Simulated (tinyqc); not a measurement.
From thermal resistance back to finger pitch s: self-heating of a transistor with one or more fingers, with temperature-dependent conductivity. Computed by tinyqc, a small Python program. Command: `OMP_NUM_THREADS=1 python tinyqc.py 3012310 3012311 out.jsonl selfheat inv`. One thread of a shared host (Intel(R) Xeon(R) Processor @ 2.30GHz), about 0.09 s of CPU time with the checks.

N long parallel fingers lie on the top face of a slab whose bottom is held at T_0; the top is otherwise insulated, and heat flows in two dimensions. P in W/mm is 1000 P in W/m.

Inputs (values chosen for the exercise, modelled on gallium arsenide):
```
quantity                                      value        unit
conductivity at the base temperature kappa_0   46.5     W/(m K)
power per gate width P                          1.2        W/mm
fingers N                                         3           -
width of the heat source w                     0.19  micrometre
substrate thickness t                           240  micrometre
```

Power: power rises with temperature.

Method. A line source of power P on the top face raises the top at distance x by (P/(pi kappa_0)) g(x), g(x) = -ln tanh(pi x/(4 t)) (the image sum for the slab). On a strip of width w the centre sees the mean of g over the strip, g_0 = 1 + ln(8 t/(pi w)) for w much below t. theta_i = (P/(pi kappa_0)) [g_0 + sum over j != i of g(|i - j| s)], with equal powers and constant conductivity; thermal resistance = largest theta/P.

Question. A run gave the result below. Find the finger pitch s, known to lie between 12 and 34 micrometre.

thermal resistance = 101.2063 K mm/W

Answer.

Each step takes the trial c = (a f_b - b f_a)/(f_b - f_a), f being the result less the target and a, b, c the logarithms of the listed values; c replaces end b, the old b replaces a if the sign of f changed, and otherwise f_a is halved.

Scan of the range:
```
finger pitch s (micrometre)  thermal resistance (K mm/W)
12.0                                             106.457
14.3                                             104.059
17.0                                             101.696
20.2                                              99.340
24.0                                              96.989
28.6                                              94.600
34.0                                              92.248
```

False position (Illinois rule, in the logarithm of the input) inside the bracket:
```
step    end a    end b    trial  thermal resistance (K mm/W)
1     17.0000  20.2000  17.6203                      101.206
2     17.0000  17.6203  17.6199                      101.206
3     17.6203  17.6199  17.6201                      101.206
```

Thermal resistance falls at every point of a 13-point scan of the range (every second point is shown), so one value fits; it is bracketed by 17.0 and 20.2. Answer: finger pitch s = 17.62 micrometre.
